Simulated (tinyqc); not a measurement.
Bandgap voltage reference from two bipolar transistors: two steps of the calculation.

Two transistors of area 1 and N carry the same current I. Is(T) = Is (T/T0)^eta exp[(Vg0 q/kB)(1/T0 - 1/T)], VBE1 = Vt ln(I/Is(T)) + I rb, VBE2 = Vt ln(I/(N Is(T))) + I rb/N. The amplifier forces I R1(T) = VBE1 - VBE2 + Vos, with R(T) = R (1 + tc (T - T0)) for both resistors, and the output is Vref = VBE1 + I R2(T). Base currents and the Early effect are neglected.

Parameters, values chosen for the exercise; values of the order met in silicon bipolar transistors:
- T0 = 298 K (reference temperature)
- Vg0 = 1.202 V (band-gap voltage extrapolated to 0 K)
- eta = 3 (temperature exponent of the saturation current)
- Is = 7.2e-17 A (saturation current of the unit transistor at T0)
- N = 15 (area ratio of the second transistor)
- R1 = 4.6 kohm (resistor across which the difference of VBE falls, at T0)
- tc = 0 ppm/K (temperature coefficient of both resistors)
- Vos = 2.6 mV (offset of the amplifier)
- rb = 13 ohm (series resistance of the unit transistor)
- R2 = 36.58 kohm (output resistor at T0)
- T = 273 K (temperature)

Constants: q = 1.602176634e-19 C, kB = 1.380649e-23 J/K. Results are converted to the units shown.

Task 1. Operating point at another temperature. Vt = kB T/q; I = (Vt ln N + Vos)/(R1(T) - rb (1 - 1/N)).

Wanted: Vt; I; Is(T); VBE1; I R2; Vref.

Result 1.

Vt = 0.023525 V
I = 14.453 uA
Is(T) = 7.6140e-19 A
VBE1 = 0.71946 V
I R2 = 0.52869 V
Vref = 1.2481 V

From T0 to T, VBE1 changes by 48.8 mV and I R2 by -46.5 mV, which leaves 2.26 mV in Vref.

Task 2. Resistor for zero slope at T0, ideal case. With tc = 0, Vos = 0 and rb = 0 the current is proportional to T, dVBE/dT = (VBE - Vg0 - (eta - 1) Vt)/T, and Vref has zero slope at T0 when Vref = Vg0 + (eta - 1) Vt0. Find VBE1, its slope, that Vref, R2/R1 and the curvature d2Vref/dT2 = -(eta - 1) kB/(q T0).

Give: VBE1; dVBE/dT; Vref; R2/R1; curvature.

Result 2.

VBE1 = 0.66947 V
dVBE/dT = -1.9593 mV/K
Vref = 1.2534 V
R2/R1 = 8.3962
curvature = -0.57834 uV/K^2

tinyqc, about 0.03 s, one thread, Intel Xeon 2.30GHz (shared host): `OMP_NUM_THREADS=1 python tinyqc.py 2062055 2062056 out.jsonl`
